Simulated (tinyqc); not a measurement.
# Inputs raised by 5 %, one at a time

Model: quasi-harmonic thermal expansion with mode Grueneisen parameters. Computed by tinyqc, a small Python program. Command: `OMP_NUM_THREADS=1 python tinyqc.py 3014328 3014329 out.jsonl qha sens`. One thread of a shared host (Intel(R) Xeon(R) Processor @ 2.30GHz), about 0.1 s of CPU time with the checks.

A crystal with two atoms a cell; per atom there are 1 transverse acoustic (TA), 1/2 longitudinal acoustic (LA) and 3/2 optical (O) modes. Every frequency of group i scales as nu_i (V/V0)^(-gamma_i). The acoustic groups have Debye spectra, density 3 nu^2/nu_i^3 up to nu_i (40 Gauss-Legendre points); the optical group has one frequency. Static energy: E = (9 V0 B0/16) [y^3 B' + y^2 (2 - 4 y)], y = (V0/V)^(2/3) - 1, with pressure P_s = (3 B0/2) (z^7 - z^5) [1 + (3/4)(B' - 4)(z^2 - 1)], z = (V0/V)^(1/3).

Inputs (values chosen for the exercise, modelled on indium phosphide):
```
quantity                       value             unit
static volume V0                25.3  angstrom^3/atom
static bulk modulus B0          71.6              GPa
static B'                       4.51                -
frequency nu_TA                 1.91              THz
frequency nu_LA                 5.11              THz
frequency nu_O                  9.63              THz
Grueneisen parameter gamma_TA   -1.4                -
Grueneisen parameter gamma_LA   0.95                -
Grueneisen parameter gamma_O     1.3                -
temperature T                    500                K
step factor f                    0.6                -
```

Acoustic groups: Debye.

Constants: h x 1 THz = 4.135667696 meV; k_B = 8.617333262e-05 eV/K; 1 eV/angstrom^3 = 160.2176634 GPa.

Method:
- For a mode with x = h nu/(k_B T), n = 1/(exp(x) - 1): U = h nu (n + 1/2), C/k_B = x^2 n (n + 1); U_i and C_i sum these over group i with its weight per atom.
- Phonon pressure P_ph = sum_i gamma_i U_i/V.
- gamma_th = sum gamma_i C_i / sum C_i; volume expansion coefficient alpha_V = gamma_th C k_B/(B0 V0); linear coefficient alpha_V/3; first-order volume change P_ph/B0.
- Start at V0 and step V(new) = V [1 + f (P_s + P_ph)/B0]; stop when |P_s + P_ph| < 1e-8 GPa, after 60 steps, or when V leaves 0.7 to 1.3 V0.
- B_T = -V d(P_s + P_ph)/dV at fixed T (central difference, step 1e-4 V); alpha_V = sum gamma_i C_i k_B/(B_T V), all at V(T); the linear coefficient is alpha_L = alpha_V/3.
- C_P - C_V = alpha_V^2 B_T V T; the optical frequency is nu_O (V/V0)^(-gamma_O).
- At T = 0, U_i is the zero-point energy (h nu/2 a mode); solve P_s + P_ph = 0.

Runs; columns: (1) input moved; (2) from; (3) to; (4) isothermal bulk modulus B_T (GPa); (5) zero-point volume change (%); (6) C_P - C_V (k_B/atom); (7) gamma_th at V0:
```
(1)                                  (2)      (3)     (4)      (5)        (6)      (7)
base run                               -        -  70.586  0.34028  0.0030492  0.30747
static volume V0 (angstrom^3/atom)  25.3   26.565  70.634  0.32407  0.0029021  0.30747
static bulk modulus B0 (GPa)        71.6    75.18  74.166  0.32407  0.0029021  0.30747
frequency nu_TA (THz)               1.91   2.0055  70.587  0.33843  0.0030508  0.30757
frequency nu_O (THz)                9.63  10.1115  70.583  0.35750  0.0029617  0.30402
Grueneisen parameter gamma_TA       -1.4    -1.47  70.653  0.33842  0.0025869  0.28329
Grueneisen parameter gamma_O         1.3    1.365  70.496  0.35741  0.0037088  0.33891
temperature T (K)                    500      525  70.539  0.34028  0.0032911  0.31064
```

Exponents ln(y'/y) / ln(x'/x):
```
input                          isothermal bulk modulus B_T  zero-point volume change  C_P - C_V  gamma_th at V0
static volume V0                                     0.014                    -1.001     -1.013           0.000
static bulk modulus B0                               1.014                    -1.001     -1.013           0.000
frequency nu_TA                                      0.000                    -0.112      0.011           0.007
frequency nu_O                                      -0.001                     1.011     -0.597          -0.231
Grueneisen parameter gamma_TA                        0.019                    -0.113     -3.370          -1.679
Grueneisen parameter gamma_O                        -0.026                     1.007      4.014           1.995
temperature T                                       -0.014                     0.000      1.565           0.210
```

To which inputs is each result most sensitive?

Among the inputs moved here: isothermal bulk modulus B_T answers most in size to static bulk modulus B0 (exponent +1.014), next to Grueneisen parameter gamma_O (-0.026); its exponent is below 0.0005 for frequency nu_TA. zero-point volume change answers most in size to frequency nu_O (exponent +1.011), and about equally to Grueneisen parameter gamma_O (+1.007), static bulk modulus B0 (-1.001), static volume V0 (-1.001); its exponent is below 0.0005 for temperature T. Its exponent -1.001 in static bulk modulus B0: the shift is P_ph/B0. C_P - C_V answers most in size to Grueneisen parameter gamma_O (exponent +4.014), next to Grueneisen parameter gamma_TA (-3.370). gamma_th at V0 answers most in size to Grueneisen parameter gamma_O (exponent +1.995), next to Grueneisen parameter gamma_TA (-1.679); its exponent is below 0.0005 for static volume V0, static bulk modulus B0.
